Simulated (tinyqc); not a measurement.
Raising the surface concentration at fixed length: sheet resistance of a shallow doped layer with concentration-dependent mobility and limited activation. Computed by tinyqc, a small Python program. Command: `OMP_NUM_THREADS=1 python tinyqc.py 3006419 3006420 out.jsonl irvin walk`. One thread of a shared host (Intel(R) Xeon(R) Processor @ 2.30GHz), about 0.02 s of CPU time with the checks.

A layer of one dopant lies in a background of the opposite type. Current flows parallel to the surface down to the junction; depletion is ignored.

Inputs (values chosen for the exercise, modelled on phosphorus in silicon): surface concentration C_s = 1.1e+21 1/cm^3; length l = 20 nm; tail abruptness = 5.8 nm/decade; background C_B = 7.7e+16 1/cm^3; mobility floor mu_min = 68.7 cm^2/(V s); mobility mu_max = 1370 cm^2/(V s); reference density N_r = 9.08e+16 1/cm^3; exponent alpha = 0.691; prefactor of the active limit = 9.6e+21 1/cm^3; energy of the active limit = 0.329 eV; anneal temperature T = 950 C.

Profile: box with exponential tail.

Constants: k_B = 8.617333262e-05 eV/K; e = 1.602176634e-19 C.

Method:
- C(x) = C_s for x < l and C_s 10^(-(x - l)/abruptness) beyond.
- Temperatures in kelvin are T(C) + 273.15.
- Active limit C_a = prefactor x exp(-energy/(k_B T)); the junction lies where C = C_B, and the profile exceeds C_a down to x_a (zero if C_s is below C_a). Slope at the junction in nm per decade = ln(10) C/|dC/dx|.
- Active density N = min(C, C_a); carriers n = N - C_B; mobility mu = mu_min + (mu_max - mu_min)/(1 + ((N + C_B)/N_r)^alpha).
- Integrals from 0 to x_j, where C = C_B (Gauss-Legendre, 60 points on each smooth piece; 1 nm = 1e-7 cm): dose int C dx, carriers int n dx, mean mobility int n mu dx/int n dx, R_s = 1/(e int n mu dx).
- The last column drops the active limit.

active limit C_a = 4.23334e+20 1/cm^3

Layers:
```
C_s (1/cm^3)  x_j (nm)  dose (1/cm^2)  mean mu (cm^2/(V s))  R_s (ohm/square)  R_s if all active
1.00e+18        26.458     2.2325e+12                275.52             11166         1.1166e+04
3.00e+18        29.226     6.7363e+12                181.07              5294         5.2940e+03
1.00e+19        32.258     2.2500e+13                122.48              2290         2.2901e+03
3.00e+19        35.026     6.7537e+13                 95.23               974         9.7430e+02
1.00e+20        38.058     2.2517e+14                 80.68               344         3.4402e+02
2.00e+20        39.804     4.5036e+14                 76.23               182         1.8193e+02
5.00e+20        42.112     1.1259e+15                 73.23                88         7.6213e+01
1.00e+21        43.858     2.2519e+15                 73.17                82         3.8916e+01
2.00e+21        45.604     4.5038e+15                 73.13                76         1.9720e+01
```

What follows from these numbers?

R_s falls as C_s^-0.68 between the first rows and as C_s^-0.10 between the last. Below C_a = 4.2e20 the exponent is set by the mobility, which drops from 276 towards mu_min, and by compensation. Above C_a extra dose only widens the clipped region: in the last row R_s is 3.87 times the fully active value. Caution: in rows with more than about 2e20 active atoms per cm^3 measured mobilities fall further than this form.
